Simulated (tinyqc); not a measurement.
## Slope factor and drain-induced lowering from three currents

Question. With source and body at 0 V, I = A exp((Vg + dd Vd)/(nf Vt)) (1 - exp(-Vd/Vt)). Find nf, the swing nf Vt ln 10 and dd.

Parameters, values chosen for the exercise:

| symbol | value | unit | meaning |
|---|---|---|---|
| T | 398 | K | temperature |

Constants: q = 1.602176634e-19 C, kB = 1.380649e-23 J/K, Vt = kB T/q. Results are converted to the units shown.

currents at (Vg, Vd) = (0, 0.05), (0, 1.2) and (0.09, 1.2) V (nA/um): 0.071148050  0.33674511  2.5348593

Answer. The pair at equal Vd gives nf; the pair at equal Vg, after dividing out the factors 1 - exp(-Vd/Vt), gives dd.

nf = 1.300
swing = 102.7 mV/decade
dd = 0.05000

Computed by the program tinyqc: `OMP_NUM_THREADS=1 python tinyqc.py 2242106 2242107 out.jsonl`, one thread of a shared Intel Xeon 2.30GHz, about 0.03 s for the whole run.
